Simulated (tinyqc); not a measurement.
Hot electrons in a saturated n-channel MOSFET, lucky-electron model: one step of the calculation.

Beyond pinch-off the lateral field grows as Esat cosh(y/l) over the velocity-saturated region (pseudo-two-dimensional model). Impact ionisation in this region gives the substrate current, which biases the body forward through Rsub. Currents are per width. Local-field laws: they overstate ionisation when the field peak is narrower than an energy relaxation length.

Question. Length and field scales. Cox = 3.9 eps0/tox, l = sqrt(3 tox xj), Esat = 2 vs/mu.

Inputs (values chosen for the exercise); values close to those of silicon n-channel devices:
```
symbol,value,unit,meaning
L,0.35,um,channel length
tox,7.6,nm,oxide thickness
xj,110,nm,junction depth
mu,320,cm^2/(V s),effective mobility
vs,7.9e6,cm/s,saturation velocity
```

Constants: eps0 = 8.8541878128e-14 F/cm where lengths are in cm. Results are converted to the units shown.

Find: Cox; l; Esat; Esat L.

Answer.

Cox = 0.45436 uF/cm^2
l = 50.080 nm
Esat = 0.049375 MV/cm
Esat L = 1.7281 V

Computed by the program tinyqc: `OMP_NUM_THREADS=1 python tinyqc.py 2550151 2550152 out.jsonl`, one thread of a shared Intel Xeon 2.30GHz, about 0.01 s for the whole run.
